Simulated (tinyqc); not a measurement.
Stretching all distances: RHF, UHF, MP2, CISD and CCSD against full CI in the sto-3g basis, for H4, spin multiplicity 1. Computed by the program tinyqc with PySCF. All coordinates are multiplied by the scale. c0^2 is the weight of the RHF determinant in the lowest singlet FCI state (UHF is spin-contaminated and may lie near states of higher spin) and n(LUMO) the first natural occupation beyond the occupied space.

Geometry (angstrom):

| atom | x | y | z |
|---|---|---|---|
| H | 0.0000 | 0.0000 | 0.0000 |
| H | 0.0000 | 0.0000 | 0.7860 |
| H | 0.0000 | 0.0000 | 1.7670 |
| H | 0.0000 | 0.0000 | 2.5540 |

Full CI energy (hartree) and errors against it (kcal/mol):

| scale | distance 1-2 (angstrom) | E(FCI) | RHF | UHF | MP2 | CISD | CCSD | <S^2> UHF | c0^2 | n(LUMO) |
|---|---|---|---|---|---|---|---|---|---|---|
| 0.9900 | 0.7781 | -2.214079 | 27.3102 | 27.3102 | 9.2651 | 0.2908 | 0.0183 | 0.0000 | 0.9722 | 0.0410 |
| 1.2000 | 0.9432 | -2.201787 | 37.9792 | 37.9792 | 14.5116 | 0.7849 | 0.0548 | 0.0000 | 0.9510 | 0.0681 |
| 1.4000 | 1.1004 | -2.147925 | 51.7842 | 51.7842 | 21.6158 | 1.8483 | 0.1204 | 0.0000 | 0.9190 | 0.1068 |
| 1.6100 | 1.2655 | -2.080328 | 71.0686 | 58.7851 | 31.8475 | 4.1473 | 0.2141 | 0.7038 | 0.8681 | 0.1659 |
| 1.8200 | 1.4305 | -2.017482 | 95.6592 | 51.7821 | 45.0052 | 8.3836 | 0.2927 | 1.2015 | 0.7977 | 0.2463 |
| 2.0200 | 1.5877 | -1.968860 | 123.5247 | 39.7877 | 59.5553 | 14.7288 | 0.2840 | 1.5181 | 0.7165 | 0.3396 |
| 2.2300 | 1.7528 | -1.931271 | 155.9783 | 27.2757 | 75.3374 | 23.7653 | 0.1075 | 1.7243 | 0.6261 | 0.4462 |
| 2.6400 | 2.0750 | -1.890344 | 220.8277 | 10.8767 | 99.6136 | 24.3194 | -0.8354 | 1.9109 | 0.4733 | 0.6414 |

Estimate the missing row, scale = 2.43.

Computed row:
```
scale   distance 1-2 (angstrom)     E(FCI)       RHF      UHF      MP2     CISD     CCSD  <S^2> UHF    c0^2  n(LUMO)
2.4300                   1.9100  -1.906859  188.0127  17.8232  88.8871  33.4662  -0.2624     1.8404  0.5454   0.5463
```

UHF parts from RHF first at scale 1.61 of those listed, where <S^2> leaves zero. The weight c0^2 goes from 0.97 to 0.47 and n(LUMO) from 0.04 to 0.64: static correlation grows as the bonds break into open-shell fragments. The spread of the error along the curve, which distorts its shape, is CCSD 1.1, CISD 33.2, UHF 47.9, MP2 90.3, RHF 193.5 kcal/mol. Below FCI somewhere: CCSD, as non-variational methods may be.
